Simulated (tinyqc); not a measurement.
Worked calculation: Landau levels of massive Dirac electrons in two valleys. Values are carried at full precision from step to step, so a last printed digit may differ when a step is redone from the rounded ones.

In a field B along z: l = 1/sqrt((e/hbar) B) is the magnetic length, n_B = B/(h/e) the number of states per area in one level, hbar wc = 2 muB B/m for mass m in m0; 1/angstrom^2 = 1e16/cm^2.

Constants: e/hbar = 1.519267448e-05 1/(T angstrom^2); h/e = 413566.7697 T angstrom^2; muB = 5.788381798e-05 eV/T; e^2/h = 3.874045865e-05 S.

Values chosen for the exercise (near those of a MoS2 monolayer; shifted at random, so the results belong to these values and not to a real crystal): B = 9.2 T (magnetic field); n = 11 x 1e11/cm^2 (electron sheet density); hv = 3.6 eV angstrom (hbar v); D = 1.74 eV (gap).

## Scales set by the field

Give l, n_B and the filling factor nu = n/n_B.

l = 84.58 angstrom
n_B = 2.2246 x 1e11/cm^2
nu = 4.945

## The lowest levels

H = hv (tau kx sx + ky sy) + (D/2) sz. Conduction levels E_N = sqrt(D^2/4 + 2N hv^2/l^2) - D/2 from the band edge; N = 1, 2, ... occur in both valleys, N = 0 in one valley only (its partner in the other valley lies at the valence edge). Each state is twofold in spin; spin splittings are left out, although in real dichalcogenides the spin-orbit splitting exceeds the level spacing and changes the filling sequence.

List the eight lowest, in meV, with the gap to the next.

Levels:
```
label  E (meV)  gap above (meV)
0        0.000            2.080
1        2.080            2.075
2        4.154            2.070
3        6.224            2.065
4        8.289            2.060
5       10.349            2.055
6       12.404            2.050
7       14.455            2.046
```

The largest of these gaps, 2.08 meV, first occurs above level 0 and is kB T at 24 K.

## Where EF lies

Level 0 takes 2 n_B electrons and each higher level 4 n_B. At zero temperature and without broadening EF sits in the partly filled level.

Fill the listed levels in order up to nu; give the partly filled level, its energy and its filled share.

level: 1

EF = 2.080 meV
filled share = 0.736

## Fields of the Hall plateaus

A plateau is centred where nu = n/n_B equals 2, 6, 10, 14, 18, 22; there rho_xy = h/(nu e^2).

Plateaus:
```
nu   B (T)  1/B (1/T)  rho_xy (kohm)
2   22.746     0.0440        12.9064
6    7.582     0.1319         4.3021
10   4.549     0.2198         2.5813
14   3.249     0.3077         1.8438
18   2.527     0.3957         1.4340
22   2.068     0.4836         1.1733
```

## Checks

- Level 2 from the matrix in 40 oscillator states against the formula, meV: both 4.154.

tinyqc: `OMP_NUM_THREADS=1 python tinyqc.py 1251119 1251120 out.jsonl`; about 0.01 s, one thread, shared Intel(R) Xeon(R) Processor @ 2.30GHz.
